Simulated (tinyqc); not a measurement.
Inside a calculation. Model: donor in an ellipsoidal valley (Kohn-Luttinger variational method). Computed by tinyqc, a small Python program that keeps every step. Command: `OMP_NUM_THREADS=1 python tinyqc.py 3012167 3012168 out.jsonl kohnlutt walk`. One thread of a shared host (Intel(R) Xeon(R) Processor @ 2.30GHz), about 0.03 s of CPU time with the checks. Intermediate numbers are printed to about 6 digits and carried at full precision; extremes and crossings named in words are read from the listed rows.

H = -(d^2/dx^2 + d^2/dy^2) - gamma d^2/dz^2 - 2/r in units built on m_t, with gamma = m_t/m_l and z along the valley axis. One valley; no valley-orbit or central-cell term.

Inputs (values chosen for the exercise, for a model semiconductor):

| quantity | value | unit |
|---|---|---|
| transverse mass m_t | 0.242 | m_0 |
| longitudinal mass m_l | 2.61 | m_0 |
| dielectric constant eps | 8.9 | - |
| trial ratio b/a | 0.65 | - |
| observed depth chosen for 1s | 80.1 | meV |

Constants: Ry = 13.605693123 eV; a_0 = 0.529177210903 angstrom; h x 1 THz = 4.135667696 meV.

## Effective units

Ry* = Ry m_t/eps^2, a* = a_0 eps/m_t, gamma = m_t/m_l.

Ry* = 41.5677 meV

a* = 19.4615 angstrom

gamma = 0.0927203

## Energy at a trial ratio

Trial function exp(-sqrt((x^2 + y^2)/a^2 + z^2/b^2)) with beta = b/a < 1: E = t/a^2 - u/a, t = (2 + gamma/beta^2)/3, u = 2 arcsin(sqrt(1 - beta^2))/sqrt(1 - beta^2); the best a is 2 t/u and E(beta) = -u^2/(4 t).

t = 0.739819

u = 2.27181

best a = 0.651304 a*

E(beta) = -1.74404 Ry*

## Minimum over the ratio

Golden-section search on beta from 0.05 to 0.999, 60 steps.

Search, first ten steps; c and d are the inner points:

| step | low | high | c | E(c) (Ry*) | d | E(d) (Ry*) |
|---|---|---|---|---|---|---|
| 1 | 0.050000 | 0.999000 | 0.412486 | -1.86431 | 0.636514 | -1.75555 |
| 2 | 0.050000 | 0.636514 | 0.274029 | -1.67696 | 0.412486 | -1.86431 |
| 3 | 0.274029 | 0.636514 | 0.412486 | -1.86431 | 0.498057 | -1.85103 |
| 4 | 0.274029 | 0.498057 | 0.359600 | -1.83512 | 0.412486 | -1.86431 |
| 5 | 0.359600 | 0.498057 | 0.412486 | -1.86431 | 0.445171 | -1.86604 |
| 6 | 0.412486 | 0.498057 | 0.445171 | -1.86604 | 0.465372 | -1.86253 |
| 7 | 0.412486 | 0.465372 | 0.432686 | -1.86657 | 0.445171 | -1.86604 |
| 8 | 0.412486 | 0.445171 | 0.424970 | -1.86618 | 0.432686 | -1.86657 |
| 9 | 0.424970 | 0.445171 | 0.432686 | -1.86657 | 0.437455 | -1.86653 |
| 10 | 0.424970 | 0.437455 | 0.429739 | -1.86649 | 0.432686 | -1.86657 |

best beta = 0.434170

radius a of the 1s trial function = 12.9824 angstrom

radius b of the 1s trial function = 5.63658 angstrom

1s binding energy, trial function = 77.5893 meV

The envelope is flattened along the heavy axis; beta is close to gamma^(1/3) = 0.453.

## Levels from a Gaussian basis

Gaussian basis: g = P exp(-al (x^2 + y^2) - be z^2) with P = 1 (s-like), z (2p0) or x (2p+-); al = 0.004 x 2.6^k, k = 0..11, and be/al = 1, gamma^(-1/2) or 1/gamma (36 functions); 1/r = (2/sqrt(pi)) int exp(-t^2 r^2) dt by 48 Gauss-Legendre points after t = sqrt(al_i + al_j) tan(theta); overlap eigenvalues below 1e-10 are dropped.

1s binding energy, Gaussian basis = 77.8516 meV

2p0 binding energy = 33.8641 meV

2p+- binding energy = 14.5480 meV

The two-parameter trial function recovers 99.66 % of the 1s binding of the larger basis. 2p0, with its lobes along the heavy axis, is bound 2.33 times as strongly as 2p+-. Caution: the short radius is only a few bond lengths, so the envelope approximation is rough.

## Optical lines and the chemical shift

With an observed depth of 1s, the lines are 1s -> 2p0 = depth - E(2p0) and 1s -> 2p+- = depth - E(2p+-); the chemical shift is depth - E(1s, Gaussian basis); 1 meV = 1 THz/4.135667696.

line 1s -> 2p0 = 46.2359 meV

line 1s -> 2p+- = 65.5520 meV

chemical shift = 2.24844 meV

frequency of the line 1s -> 2p+- = 15.8504 THz

The spacing of the two lines, 19.316 meV, does not depend on the depth, so it is the same for every donor in this host.

## Which single mass stands for the valley

A hydrogenic level is Ry m/eps^2 for one mass m; errors are against the Gaussian basis.

1s binding energy:

| rule | mass (m_0) | binding (meV) | error (%) |
|---|---|---|---|
| transverse mass | 0.24200 | 41.568 | -46.606 |
| conductivity mass 3/(2/m_t + 1/m_l) | 0.34692 | 59.589 | -23.458 |
| density-of-states mass (m_t^2 m_l)^(1/3) | 0.53468 | 91.840 | 17.968 |
| longitudinal mass | 2.61000 | 448.313 | 475.856 |
| trial function with a and b | - | 77.589 | -0.337 |
| mass that fits 1s | 0.45324 | 77.852 | 0.000 |

The conductivity mass, which is what a spherical trial function (a = b) gives, falls short by 23.5 %, as a restricted variational bound must; the density-of-states mass is off by +18.0 %. The mass that fits lies between the two.

## Levels against anisotropy

The trial energy is minimised over beta by golden section from 0.05 to 0.999, 60 steps.

Binding energies (Ry*):

| gamma | 1s, trial | 1s, Gaussians | 2p0 | 2p+- |
|---|---|---|---|---|
| 0.023 | 2.35235 | 2.37307 | 1.30928 | 0.387154 |
| 0.046 | 2.11893 | 2.13144 | 1.05378 | 0.370646 |
| 0.093 | 1.86547 | 1.87175 | 0.81370 | 0.349885 |
| 0.140 | 1.71347 | 1.71727 | 0.68738 | 0.335882 |
| 0.210 | 1.56154 | 1.56360 | 0.57350 | 0.320589 |
| 0.460 | 1.27125 | 1.27161 | 0.38807 | 0.287214 |
| 0.790 | 1.07985 | 1.07985 | 0.28729 | 0.261649 |

As gamma falls from 0.79 to 0.023, 1s deepens from 1.080 to 2.373 Ry*, on the way from the hydrogen value 1 to the two-dimensional limit 4; 2p+- moves from 0.262 to 0.387 (limits 1/4 and 4/9), while 2p0 climbs from 0.287 to 1.309 and joins 1s as gamma tends to 0.

Checks made by the program: the Gaussian basis at gamma = 1 against 1, 1/4 and 1/4 Ry* (relative difference 3e-05); trial function against Gaussian basis (relative difference 3e-03).
